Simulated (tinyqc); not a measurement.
MOSFET in the linear regime without short-channel effects, parameter extraction from computed curves: two steps of the calculation.

Inversion charge Q = Cox n Vt W0(exp((Vg - VT)/(n Vt))), W0 the Lambert function and n = nf; u = Q/Cox; mobility mu = mu0/(1 + th1 u + th2 u^2); channel resistance Rch = (L - dL)/(W mu Q); Id = Vd/(Rch + Rsd/W). Cox = eps0 eox/tox. Small Vd, no channel-length or drain effects.

Values chosen for this exercise; channel values of the order met in silicon transistors: relative permittivity of the gate insulator (close to silicon nitride) eox = 7.51; insulator thickness tox = 2.9 nm; low-field mobility mu0 = 270 cm^2/(V s); second mobility attenuation factor th2 = 0.26 1/V^2; threshold voltage VT = 0.31 V; gate width W = 1 um; drawn gate length L = 0.76 um; drawn less effective length dL = 0.013 um; drain voltage Vd = 0.01 V.

Constants: eps0 = 8.8541878128e-14 F/cm where lengths are in cm. Results are converted to the units shown.

Problem 1. Threshold and mobility at the peak transconductance. gm_i = (Id_(i+1) - Id_(i-1))/(Vg_(i+1) - Vg_(i-1)); at the point j of largest gm the tangent meets the axis at V_ext = Vg_j - Id_j/gm_j; field-effect mobility gm_j L/(W Cox Vd) with the drawn L.

| point | Vg (V) | Id (uA) |
|---|---|---|
| 0 | 0.15 | 0.0034286727 |
| 1 | 0.23 | 0.029095657 |
| 2 | 0.31 | 0.16721719 |
| 3 | 0.39 | 0.49036294 |
| 4 | 0.47 | 0.91734843 |
| 5 | 0.55 | 1.3724920 |
| 6 | 0.63 | 1.8214269 |
| 7 | 0.71 | 2.2488846 |
| 8 | 0.79 | 2.6478476 |
| 9 | 0.87 | 3.0152956 |

Wanted: gm; j; V_ext; field-effect mobility.

Solution 1.

| point | gm (uS) |
|---|---|
| 1 | 1.0237 |
| 2 | 2.8829 |
| 3 | 4.6883 |
| 4 | 5.5133 |
| 5 | 5.6505 |
| 6 | 5.4775 |
| 7 | 5.1651 |
| 8 | 4.7901 |

j = 5
V_ext = 0.30710 V
field-effect mobility = 187.29 cm^2/(V s)

V_ext is 2.9 mV below the model VT, and the mobility so found is 32 % below mu0 L/(L - dL) = 275 cm^2/(V s), the value for the drawn L; attenuation, series resistance and the slow approach of Q to a straight line all lower the peak gm.

Problem 2. The Y function. Y_i = Id_i/sqrt(gm_i). For Id = beta Vd x/(1 + th x), x = Vg - VT, Y = sqrt(beta Vd) x whatever th. Slope s from points 5 and 8; VT_Y = Vg - Y/s at point 8; beta = s^2/Vd; mobility beta L/(W Cox) with the drawn L; th* = (beta Vd x/Id - 1)/x at point 8.

| point | Vg (V) | Id (uA) |
|---|---|---|
| 0 | 0.15 | 0.0034286727 |
| 1 | 0.23 | 0.029095657 |
| 2 | 0.31 | 0.16721719 |
| 3 | 0.39 | 0.49036294 |
| 4 | 0.47 | 0.91734843 |
| 5 | 0.55 | 1.3724920 |
| 6 | 0.63 | 1.8214269 |
| 7 | 0.71 | 2.2488846 |
| 8 | 0.79 | 2.6478476 |
| 9 | 0.87 | 3.0152956 |

| point | gm (uS) |
|---|---|
| 1 | 1.0236782 |
| 2 | 2.8829205 |
| 3 | 4.6883202 |
| 4 | 5.5133064 |
| 5 | 5.6504906 |
| 6 | 5.4774538 |
| 7 | 5.1651289 |
| 8 | 4.7900689 |

Give: Y; s; VT_Y; beta; mobility from Y; th*.

Solution 2.

| point | Y (uA^0.5 V^0.5) |
|---|---|
| 1 | 0.028757 |
| 2 | 0.098484 |
| 3 | 0.22647 |
| 4 | 0.39069 |
| 5 | 0.57739 |
| 6 | 0.77826 |
| 7 | 0.98952 |
| 8 | 1.2098 |

s = 2.6352 uA^0.5 V^-0.5
VT_Y = 0.33089 V
beta = 694.40 uA/V^2
mobility from Y = 230.16 cm^2/(V s)
th* = 0.44439 1/V

The mobility from Y is 16 % below mu0 L/(L - dL) = 275 cm^2/(V s), which it should reach in deep inversion when th2 = 0.

tinyqc, about 0.01 s, one thread, Intel Xeon 2.30GHz (shared host): `OMP_NUM_THREADS=1 python tinyqc.py 2210160 2210161 out.jsonl`
